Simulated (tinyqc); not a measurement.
## Gap difference from the gain at two temperatures

Inverse problem. When back injection limits the gain, beta = b exp(-dE/(kB T)) with dE the gap reduction of the emitter less that of the base and b constant. Find dE and beta at 300 K.

Constants: q = 1.602176634e-19 C, kB = 1.380649e-23 J/K. Results are converted to the units shown.

T (K): [250, 425]
beta: [128.44214, 639.69899]

Solution. ln beta is a straight line in 1/T with slope -dE/kB.

dE = 0.08400 eV
beta at 300 K = 246.0

Computed by the program tinyqc: `OMP_NUM_THREADS=1 python tinyqc.py 2320037 2320038 out.jsonl`, one thread of a shared Intel Xeon 2.30GHz, about 0.01 s for the whole run.
